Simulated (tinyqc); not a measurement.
Inside a calculation. Model: classical nucleation, growth and JMAK kinetics of crystallisation from a melt or glass. Computed by tinyqc, a small Python program that keeps every step. Command: `OMP_NUM_THREADS=1 python tinyqc.py 3013623 3013624 out.jsonl nucl walk`. One thread of a shared host (Intel(R) Xeon(R) Processor @ 2.30GHz), about 0.01 s of CPU time with the checks. Intermediate numbers are printed to about 6 digits and carried at full precision; extremes and crossings named in words are read from the listed rows.

A spherical nucleus cap on a flat wall with a sharp interface of isotropic energy gamma; lambda = Omega^(1/3) is the jump distance.

Inputs (values chosen for the exercise, for a model substance):

| quantity | value | unit |
|---|---|---|
| melting point T_m | 1190 | K |
| heat of melting per volume H | 1970 | J/cm^3 |
| interface energy gamma | 0.146 | J/m^2 |
| atomic volume Omega | 21.2 | angstrom^3 |
| temperature T | 933 | K |
| diffusion prefactor D0 | 3.1e-05 | m^2/s |
| activation energy Q | 1.15 | eV |
| contact angle theta | 85 | degrees |
| wall area per volume S_v | 150000 | 1/m |
| time t | 7.6e-07 | s |

Nucleation: on a flat wall. Driving force: Thompson-Spaepen.

Constants: e = 1.602176634e-19 C; k_B = 1.380649e-23 J/K; k_B = 8.617333262e-05 eV/K.

## Critical nucleus

Driving force per volume: dG = H [(T_m - T)/T_m] [2 T/(T_m + T)]. Shape factor f = (2 + cos theta)(1 - cos theta)^2/4. W(r) = f [4 pi r^2 gamma - (4/3) pi r^3 dG]; r* = 2 gamma/dG; W* = f 16 pi gamma^3/(3 dG^2); n* = f (4/3) pi r*^3/Omega.

driving force dG = 373.950 J/cm^3

shape factor f = 0.434799

critical radius r* = 0.780852 nm

barrier W* = 1.01195 eV

atoms in the nucleus n* = 40.9023

W*/(k_B T) = 12.5864

The wall leaves r* unchanged and cuts the barrier to 43.5 % of the homogeneous value. W* equals n* Omega dG/2 = 1.012 eV.

## Steady nucleation rate

D = D0 exp(-Q/(k_B T)); attachment rate k+ = (A*/lambda^2) D/lambda^2 with A* = 2 pi r*^2 (1 - cos theta); Zeldovich factor Z = sqrt(W*/(3 pi k_B T))/n*; sites per volume N = S_v/lambda^2; I = N Z k+ exp(-W*/(k_B T)); lag time = 1/(4 pi Z^2 k+).

diffusivity D = 1.90290e-11 m^2/s

attachment rate k+ = 1.13418e+10 1/s

Zeldovich factor Z = 0.0282532

sites N = 1.95825e+24 1/m^3

nucleation rate I = 2.14488e+27 1/(m^3 s)

lag time = 8.78964e-09 s

A rise of gamma by 5 % would change I by a factor of about exp(-W*/(k_B T) (1.05^3 - 1)) = 0.14.

## Growth velocity

Growth (Wilson-Frenkel): u = (D/lambda) [1 - exp(-dG Omega/(k_B T))]. D = D0 exp(-Q/(k_B T)).

growth velocity u = 0.0315996 m/s

## Fraction transformed and grain size

JMAK with steady nucleation and growth, nuclei spread at random: extended fraction X_e = (pi/3) I u^3 t^4, X = 1 - exp(-X_e); t_X = [-3 ln(1 - X)/(pi I u^3)]^(1/4); final grains per volume = Gamma(5/4) (3/pi)^(1/4) (I/u)^(3/4), Gamma(5/4) = 0.9064024771. Grain size = (grains per volume)^(-1/3).

extended fraction = 0.0236445

fraction X at t = 0.0233671

half time t_0.5 = 1.76843e-06 s

grains per volume = 3.76795e+21 1/m^3

grain size = 0.0642636 micrometre

t is 0.43 half times: the change is under way. Caution: grains come out smaller than the spacing of the walls, so nuclei are not spread at random as JMAK assumes.

## Nose of the time-temperature curve

JMAK with steady nucleation and growth, nuclei spread at random: extended fraction X_e = (pi/3) I u^3 t^4, X = 1 - exp(-X_e); t_X = [-3 ln(1 - X)/(pi I u^3)]^(1/4); final grains per volume = Gamma(5/4) (3/pi)^(1/4) (I/u)^(3/4), Gamma(5/4) = 0.9064024771. The nose is the T between 0.3 and 0.97 T_m where I u^3 is largest; the time is for X = 1e-6, and the critical cooling rate is estimated as (T_m - T_nose)/t_nose.

nose temperature = 912.303 K

nose time = 5.86025e-08 s

critical cooling rate = 4.73865e+09 K/s

The nose lies at 0.77 T_m. A glass needs rates of nanosecond pulses on thin films. Caution: at the nose the lag time is not small against the nose time, so steady nucleation overstates the critical cooling rate.

## Nucleation and growth against temperature

Grain size = (grains per volume)^(-1/3). Rows are kept where W*/(k_B T) < 70.

Rates:

| T (K) | W*/(k_B T) | I (1/(m^3 s)) | u (m/s) | t_0.5 (s) | grain size (micrometre) |
|---|---|---|---|---|---|
| 595 | 6.4004 | 3.86235e+26 | 1.66101e-05 | 7.82002e-04 | 1.49374e-02 |
| 654 | 6.3383 | 2.96505e+27 | 1.18793e-04 | 1.07423e-04 | 1.46752e-02 |
| 714 | 6.5847 | 1.23210e+28 | 6.15118e-04 | 2.19189e-05 | 1.55050e-02 |
| 774 | 7.2009 | 2.72131e+28 | 2.40055e-03 | 6.47547e-06 | 1.78763e-02 |
| 833 | 8.3221 | 2.89904e+28 | 7.31304e-03 | 2.76415e-06 | 2.32464e-02 |
| 892 | 10.3026 | 1.11552e+28 | 1.84180e-02 | 1.75549e-06 | 3.71824e-02 |
| 952 | 14.0633 | 6.45056e+26 | 3.94764e-02 | 2.02091e-06 | 9.17446e-02 |
| 1012 | 22.1191 | 4.55730e+23 | 7.07694e-02 | 8.00089e-06 | 6.51148e-01 |
| 1059 | 37.1759 | 2.31154e+17 | 9.66425e-02 | 2.37327e-04 | 2.63762e+01 |
| 1095 | 66.0080 | 1.03509e+05 | 1.08713e-01 | 2.65610e-01 | 3.32064e+04 |

Among these rows I peaks at 833 K, u at 1095 K and the change is fastest at 892 K, between the two. Growth has no barrier W*, so it peaks nearer T_m than nucleation. The grain size goes as (u/I)^(1/4), from 0.015 micrometre at the lowest T to 33000 at the highest. Caution: in the coldest rows the nucleus has under 20 atoms or the barrier is under 10 k_B T, where the capillary model and steady rates are only a guide. Caution: grain sizes above a centimetre mean that a sample waits for single nuclei, and the half time has no meaning there.

Checks made by the program: r* and W* against a numerical maximum of W(r) (relative difference 1e-10).
